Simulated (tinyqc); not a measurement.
On-chip power grid, static voltage drop by conjugate gradients: one step of the calculation.

A grid of 4 rows and 4 columns, node k = 4 row + column. Neighbours in a row are joined by Rx, in a column by Ry; pad nodes, which reach the supply through Rp: 0. Each node draws I0, node 12 draws kh I0. The drops u = Vdd - V solve G u = i, with G the conductance matrix (1/Rp added on the diagonal at pad nodes).

Problem. Conjugate-gradient step. q = G p; a = (r.r)/(p.q); u(new) = u + a p; r(new) = r - a q; b = (r.r)(new)/(r.r); p(new) = r(new) + b p.

Parameters, values chosen for the exercise:
- Rx = 0.16 ohm (resistance of a horizontal segment)
- Ry = 0.55 ohm (resistance of a vertical segment)
- Rp = 0.036 ohm (resistance from a pad node to the supply)

u after iteration 2 (mV):
```
           col 0      col 1      col 2      col 3
row 0   0.980671  11.762368  11.762368  11.762368
row 1  11.762368  11.762368  11.762368  11.762368
row 2  13.173790  11.762368  11.762368  11.762368
row 3  29.023917  16.614131  11.762368  11.762368
```

r after iteration 2 (mA):
```
            col 0       col 1      col 2      col 3
row 0   69.747843  -57.385607  10.000000  10.000000
row 1   -7.036864   10.000000  10.000000  10.000000
row 2   27.430803   27.642777  10.000000  10.000000
row 3  -76.379575   48.416250  40.323523  10.000000
```

p after iteration 2 (mA):
```
           col 0      col 1      col 2      col 3
row 0   32.15142   39.42046  106.80607  106.80607
row 1   89.76920  106.80607  106.80607  106.80607
row 2  141.83138  124.44884  106.80607  106.80607
row 3  135.96300  205.70344  137.12959  106.80607
```

Wanted: q; a; u after iteration 3; r after iteration 3; b; p after iteration 3.

Solution.

q (in units of 1e3 mA S):
```
        col 0   col 1   col 2   col 3
row 0   0.743  -0.498   0.421   0.000
row 1  -0.096   0.197   0.000   0.000
row 2   0.214  -0.114  -0.165   0.000
row 3  -0.447   1.012  -0.184  -0.190
```

a = 0.1254 ohm

u after iteration 3 (mV):
```
       col 0  col 1  col 2  col 3
row 0   5.01  16.70  25.15  25.15
row 1  23.02  25.15  25.15  25.15
row 2  30.96  27.37  25.15  25.15
row 3  46.07  42.40  28.96  25.15
```

r after iteration 3 (mA):
```
        col 0   col 1   col 2  col 3
row 0  -23.40    5.08  -42.80  10.00
row 1    5.05  -14.69   10.00  10.00
row 2    0.60   41.94   30.74  10.00
row 3  -20.39  -78.49   63.38  33.76
```

b = 0.8602

p after iteration 3 (mA):
```
       col 0  col 1  col 2  col 3
row 0    4.3   39.0   49.1  101.9
row 1   82.3   77.2  101.9  101.9
row 2  122.6  149.0  122.6  101.9
row 3   96.6   98.4  181.3  125.6
```

tinyqc, about 0.09 s, one thread, Intel Xeon 2.30GHz (shared host): `OMP_NUM_THREADS=1 python tinyqc.py 2770165 2770166 out.jsonl`
